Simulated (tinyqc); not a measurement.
What each parameter does: inter-valley coupling by envelope functions against a chain of atomic planes.

Chain: E(phi) = e0 + 2 v cos(phi) + 2 u cos(2 phi), cos(phi0) = -v/(4u), e0 = 2u + v^2/(4u); plane j = 0, 1, ... has the potential V_j = dE x_j + F (j - 30) a/4 (1 MV/m = 1e-4 V/angstrom). There are 30 barrier planes a side; with y = j - 29.5, x_j = xb (f(y) + f(Nw - y)), f(y) = 1/(1 + exp(y/L)), plus any Ge added in the well. The valley splitting is the spacing of the two lowest levels. Envelope theory: F_j solves a one-valley chain with hopping -b and diagonal 2b + V_j, b = 4u sin^2(phi0), sum F_j^2 = 1; the valleys couple by Dv = sum_j F_j^2 V_j exp(-2 i phi0 j) and split by 2|Dv|.

Inputs chosen for the exercise (near those of the Delta valleys of silicon in a SiGe well; not measured data): a = 5.431 angstrom (lattice constant; planes lie a/4 apart); u = 0.62 eV (second-neighbour hopping); v = 0.635 eV (nearest hopping); Nw = 65 (planes in the well); L = 1.25 planes (interface width); xb = 0.34 (Ge fraction of the barriers); dE = 0.53 eV (offset per unit Ge fraction); F = 0 MV/m (field); js = 40 (plane j of a Ge spike (the well starts at j = 30)); xs = 0.19 (Ge fraction added on that plane).

Chain with the spike on plane js.

Results for these values:

| case | level (meV) | splitting (micro-eV) |
|---|---|---|
| base | 5.181 | 1033.2 |

What happens to each result for xb = 0.39, all else kept?

Answer: level rises from 5.181 to 5.258; splitting falls from 1033.2 to 1020.6.

The same for each parameter in turn:

| case | level (meV) | splitting (micro-eV) |
|---|---|---|
| base | 5.181 | 1033.2 |
| Nw = 71 | 4.360 | 802.6 |
| L = 1.75 planes | 5.418 | 991.9 |
| xb = 0.39 | 5.258 | 1020.6 |
| dE = 0.583 eV | 5.263 | 1081.7 |
| F = 2 MV/m | 13.572 | 2102.1 |
| js = 43 | 5.393 | 1455.9 |
| xs = 0.247 | 5.261 | 1192.4 |

Computed by tinyqc, a small Python program: `OMP_NUM_THREADS=1 python tinyqc.py 1480527 1480528 out.jsonl` (the numbers bound the seed that draws the inputs); one thread of a shared host (Intel(R) Xeon(R) Processor @ 2.30GHz), about 0.06 s for the whole set of steps.
